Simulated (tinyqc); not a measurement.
# Worked calculation: Schottky barrier on an n-type semiconductor, non-linear Poisson equation by Newton steps

Computed by the program tinyqc: `OMP_NUM_THREADS=1 python tinyqc.py 2020127 2020128 out.jsonl`, one thread of a shared Intel Xeon 2.30GHz, about 0.07 s for the whole run. Printed values are rounded; ~0 in a residual or rate marks an entry under 1e-11 of the largest of its column.

One dimension, metal at x = 0, donor density C(x) = Nd, uniform. Energies are counted from the electron Fermi level of the semiconductor and the conduction-band edge is Ec = -psi, so n = Nc exp(psi/Vt); holes follow the Fermi level of the metal, at -V, so p = Nv exp((V - psi - Eg)/Vt). Ends: psi(0) = V - phiB and psi = Vt ln(Nd/Nc) deep inside. Boltzmann statistics, full ionisation, no current, no image force in the Poisson equation.

Inputs (values chosen for the exercise); band and dielectric values close to those of 4H silicon carbide: temperature T = 250 K; band gap Eg = 3.27 eV; relative permittivity eps_r = 9.65; conduction-band density of states at T Nc = 1.32e19 cm^-3; valence-band density of states at T Nv = 1.9e19 cm^-3; donor density deep in the semiconductor Nd = 7.8e17 cm^-3; barrier height phiB = 1.23 eV; bias of the metal against the semiconductor V = -5 V.

Constants: q = 1.602176634e-19 C, kB = 1.380649e-23 J/K, Vt = kB T/q, eps0 = 8.8541878128e-14 F/cm where lengths are in cm. Results are converted to the units shown.

## End potentials, built-in voltage, Debye length

psi_0 = V - phiB, psi_b = Vt ln(Nd/Nc), Vbi = phiB - Vt ln(Nc/Nd), LD = sqrt(eps0 eps_r Vt/(q Nd)), W = sqrt(2 eps0 eps_r (Vbi - V)/(q Nd)), hole density at the metal p_0 = Nv exp((phiB - Eg)/Vt).

psi_0 = -6.23 V
psi_b = -0.06093916 V
Vbi = 1.169061 V
LD = 3.837885 nm
W for uniform Nd = 91.84596 nm
p_0 = 1.426145e-22 cm^-3

The hole density at the metal is 1.8e-40 times Nd, so holes hardly matter.

## Doping on the mesh

x, node 0 to 14 (nm): 0  5.3  11.2  17.9  25.4  33.8  43.2  53.7  65.6  78.9  93.8  110  129  150  174

C = Nd, uniform, taken at the nodes.

donor density C, node 0 to 14 (cm^-3): 7.8e17  7.8e17  7.8e17  7.8e17  7.8e17  7.8e17  7.8e17  7.8e17  7.8e17  7.8e17  7.8e17  7.8e17  7.8e17  7.8e17  7.8e17

## Couplings between neighbouring nodes

a_i = eps0 eps_r/h_i for the interval from node i to i + 1, with h_i = x_(i+1) - x_i in cm.

coupling a_i, interval 0 to 13 (F/cm^2): 1.612130e-6  1.448185e-6  1.275267e-6  1.139239e-6  1.017178e-6  9.089672e-7  8.137420e-7  7.180077e-7  6.424279e-7  5.734424e-7  5.274254e-7  4.496995e-7  4.068710e-7  3.560121e-7

## Starting potential

The parabola psi_b - (psi_b - psi_0)(1 - x/W)^2 for x < W and psi_b beyond, with psi_0 = V - phiB, psi_b = Vt ln(Nd/Nc), W = sqrt(2 eps0 eps_r (psi_b - psi_0)/(q Nd)).

psi at the start, node 0 to 14 (V): -6.230000  -5.538567  -4.817184  -4.059722  -3.289702  -2.524952  -1.791522  -1.125072  -0.564699  -0.183504  -0.060939  -0.060939  -0.060939  -0.060939  -0.060939

## Iteration 1: densities, residual and Jacobian diagonal

n_i = Nc exp(psi_i/Vt), p_i = Nv exp((V - psi_i - Eg)/Vt), rho_i = p_i - n_i + C_i, g_i = (n_i + p_i)/Vt. Box widths w_i = (h_(i-1) + h_i)/2 in cm. Residual F_i = a_i (psi_(i+1) - psi_i) - a_(i-1) (psi_i - psi_(i-1)) + q rho_i w_i; Jacobian: a_(i-1) and a_i beside the diagonal, b_i = -a_(i-1) - a_i - q g_i w_i on it. The two end nodes are fixed.

```
node      n (cm^-3)      p (cm^-3)
0     3.382997e-107   1.426145e-22
1      2.937473e-93   1.642446e-36
2      1.024299e-78   4.710192e-51
3      1.906240e-63   2.530974e-66
4      6.354901e-48   7.592003e-82
5      1.658773e-32   2.908561e-97
6      1.011750e-17  4.768611e-112
7       2.754944e-4  1.751267e-125
8        5.454273e7  8.845621e-137
9       2.638080e15  1.828846e-144
10           7.8e17  6.185439e-147
11           7.8e17  6.185439e-147
12           7.8e17  6.185439e-147
13           7.8e17  6.185439e-147
14           7.8e17  6.185439e-147
```

```
node  residual F (C/cm^2)  diagonal b (F/cm^2)
1                      ~0         -3.060315e-6
2                      ~0         -2.723452e-6
3                      ~0         -2.414506e-6
4                      ~0         -2.156416e-6
5                      ~0         -1.926145e-6
6                      ~0         -1.722709e-6
7                      ~0         -1.531750e-6
8           -1.101093e-17         -1.360436e-6
9             1.005280e-9         -1.243534e-6
10           -7.028410e-8         -1.012120e-5
11                      0         -1.118663e-5
12                      0         -1.245828e-5
13                      0         -1.381481e-5
```

## Iteration 1: Newton step

Solve the tridiagonal system a_(i-1) d_(i-1) + b_i d_i + a_i d_(i+1) = -F_i for nodes 1 to 13, with d = 0 on fixed nodes. If the largest |d| exceeds 4 Vt, the whole step is scaled down so that it equals 4 Vt.

Newton step d, before damping, node 1 to 13 (in units of 1e-3 V): -0.296420  -0.626397  -1.001116  -1.420578  -1.890375  -2.416101  -3.003348  -3.668894  -4.412740  -7.212007  -0.340525  -0.012304  -0.000362
psi after iteration 1, node 0 to 14 (V): -6.230000  -5.538864  -4.817810  -4.060723  -3.291122  -2.526842  -1.793938  -1.128076  -0.568368  -0.187917  -0.068151  -0.061280  -0.060951  -0.060940  -0.060939

## Iteration 2: densities, residual and Jacobian diagonal

As before.

```
node      n (cm^-3)      p (cm^-3)
0     3.382997e-107   1.426145e-22
1      2.897333e-93   1.665201e-36
2      9.949447e-79   4.849157e-51
3      1.819684e-63   2.651364e-66
4      5.949373e-48   8.109498e-82
5      1.519423e-32   3.175312e-97
6      9.044131e-18  5.334557e-112
7       2.396447e-4  2.013248e-125
8        4.600184e7  1.048793e-136
9       2.149468e15  2.244575e-144
10      5.580935e17  8.644865e-147
11      7.677678e17  6.283986e-147
12      7.795547e17  6.188973e-147
13      7.799869e17  6.185543e-147
14           7.8e17  6.185439e-147
```

```
node  residual F (C/cm^2)  diagonal b (F/cm^2)
1                      ~0         -3.060315e-6
2                      ~0         -2.723452e-6
3                      ~0         -2.414506e-6
4                      ~0         -2.156416e-6
5                      ~0         -1.926145e-6
6                      ~0         -1.722709e-6
7                      ~0         -1.531750e-6
8           -1.509307e-19         -1.360436e-6
9           -1.169035e-11         -1.238410e-6
10           -9.769240e-9         -7.554955e-6
11          -2.733221e-11         -1.102652e-5
12          -4.075295e-14         -1.245166e-5
13          -3.977545e-17         -1.381459e-5
```

## Iteration 2: Newton step

As before.

Newton step d, before damping, node 1 to 13 (in units of 1e-3 V): -0.076853  -0.162406  -0.259560  -0.368314  -0.490118  -0.626424  -0.778679  -0.951236  -1.144093  -1.384734  -0.068816  -0.002491  -0.000073
psi after iteration 2, node 0 to 14 (V): -6.230000  -5.538940  -4.817972  -4.060983  -3.291490  -2.527332  -1.794565  -1.128854  -0.569319  -0.189061  -0.069536  -0.061348  -0.060954  -0.060940  -0.060939

## Course of the Newton iteration

Stop when the largest undamped |d| is below 1e-9 V, or after 80 iterations.

Course of the iteration:
```
iteration  largest |F| (C/cm^2)  largest |d| (V)  at node
1                       7.03e-8          7.21e-3       10
2                       9.77e-9          1.38e-3       10
3                      2.81e-10          4.23e-5       10
4                      2.51e-13          3.79e-8       10
5                      2.01e-19         3.03e-14       10
```

Converged in 5 iterations. Once the step is below 0.1 Vt, 3 more iteration(s) reach the threshold: near the solution the error is roughly squared each time.

## Converged densities, field and barrier lowering

converged psi, node 0 to 14 (V): -6.230000  -5.538943  -4.817977  -4.060991  -3.291502  -2.527347  -1.794584  -1.128879  -0.569349  -0.189097  -0.069578  -0.061351  -0.060954  -0.060940  -0.060939

n and p as above; E_i = -(psi_(i+1) - psi_i)/h_i; at the metal |E_0| = |E on interval 0| + q rho_0 (h_0/2)/(eps0 eps_r), rho_0 = p_0 - n_0 + C_0; image-force lowering dphi = sqrt(q |E_0|/(4 pi eps0 eps_r)).

```
node      n (cm^-3)      p (cm^-3)
0     3.382997e-107   1.426145e-22
1      2.886696e-93   1.671337e-36
2      9.872415e-79   4.886993e-51
3      1.797219e-63   2.684504e-66
4      5.845423e-48   8.253710e-82
5      1.484198e-32   3.250673e-97
6      8.777017e-18  5.496905e-112
7       2.308785e-4  2.089689e-125
8        4.395459e7  1.097643e-136
9       2.034940e15  2.370901e-144
10      5.223220e17  9.236914e-147
11      7.652434e17  6.304716e-147
12      7.794617e17  6.189711e-147
13      7.799841e17  6.185565e-147
14           7.8e17  6.185439e-147
```

field E, interval 0 to 13 (kV/cm): -1303.881  -1221.975  -1129.831  -1025.985  -909.708  -779.535  -634.005  -470.193  -285.904  -80.214  -5.079  -0.209  -0.007  0.000
|E_0| at the metal = 1342.641 kV/cm
image-force lowering = 141.5442 mV

A mesh of about 1000 nodes or more gives |E_0| = 1341 kV/cm; the 15-node value is 0.12 % above it.

## Check against the first integral

First integral for uniform doping: E_0^2 = (2 q/(eps0 eps_r)) [Nd (U - Vt + Vt exp(-U/Vt)) + Vt p_0], U = Vbi - V, Vbi = phiB - Vt ln(Nc/Nd), p_0 = Nv exp((phiB - Eg)/Vt) (deep holes neglected). Image-force lowering dphi = sqrt(q E_0/(4 pi eps0 eps_r)), at x_m = sqrt(q/(16 pi eps0 eps_r E_0)). Depletion approximation: E = sqrt(2 q Nd U/(eps0 eps_r)).

E_0 = 1341.002 kV/cm
dphi = 141.4578 mV
x_m = 0.5274333 nm
field in the depletion approximation = 1343.349 kV/cm

The depletion approximation is 0.18 % above the exact field. The lowering is 6.6 Vt, a factor of 711 in a thermionic current.
